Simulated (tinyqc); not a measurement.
The first four gaps: longitudinal sound in a periodic multilayer: transfer matrices, stop bands and folded phonons. Computed by tinyqc, a small Python program. Command: `OMP_NUM_THREADS=1 python tinyqc.py 3000181 3000182 out.jsonl multilayer walk`. One thread of a shared host (Intel(R) Xeon(R) Processor @ 2.30GHz), about 0.01 s of CPU time with the checks.

Layers 1 and 2 repeat with period d = d_1 + d_2; waves travel normal to the layers, without loss. State vector (u, s): displacement u and stress divided by omega. Impedances Z = rho v are in 1e6 kg/(m^2 s).

Inputs (values chosen for the exercise, modelled on silica (layer 1), tungsten (layer 2) and silicon (substrate)): density rho_1 = 2.22 g/cm^3; velocity v_1 = 5930 m/s; thickness d_1 = 630 nm; density rho_2 = 19.3 g/cm^3; velocity v_2 = 5270 m/s; thickness d_2 = 551 nm; substrate density = 2.31 g/cm^3; substrate velocity = 8530 m/s.

Method:
- Z = rho v; interface reflection r = (Z_2 - Z_1)/(Z_2 + Z_1) (stress amplitude, from 1 into 2); Bragg frequency f_B = 1/[2 (d_1/v_1 + d_2/v_2)]; long-wave velocity v_eff = d/sqrt[(d_1/v_1)^2 + (d_2/v_2)^2 + (Z_1/Z_2 + Z_2/Z_1)(d_1/v_1)(d_2/v_2)].
- A layer maps (u, s) by [[cos p, sin p/Z], [-Z sin p, cos p]], p = 2 pi f d_i/v_i; one period is M = M_2 M_1, and cos(q d) = trace(M)/2.
- Gap m contains m f_B; its edges, where trace(M)/2 = (-1)^m, are found by root search. Weak-contrast estimate of the width: (4 f_B/pi) |r sin(m pi a)|, a = (d_1/v_1)/(d_1/v_1 + d_2/v_2).

Bragg frequency f_B = 2.37199 GHz

Z_1 = 13.1646

Z_2 = 101.711

interface reflection r = 0.770803

Stop bands (GHz):
```
m  lower edge  upper edge   width  weak-contrast estimate
1      1.0430      3.7006  2.6576                  2.3277
2      4.7149      4.7734  0.0585                  0.0585
3      5.7878      8.4431  2.6553                  2.3263
4      9.4299      9.5468  0.1169                  0.1169
```

What does the comparison show, and why?

With a = 0.504, gap 1 is the widest and gap 2 the narrowest: the layers are near a quarter wave each at f_B, so the even gaps almost close. The weak-contrast estimate misses the first width by -12.4 % at |r| = 0.77. Odd gaps open at the edge of the folded zone (q = pi/d), even ones at its centre.
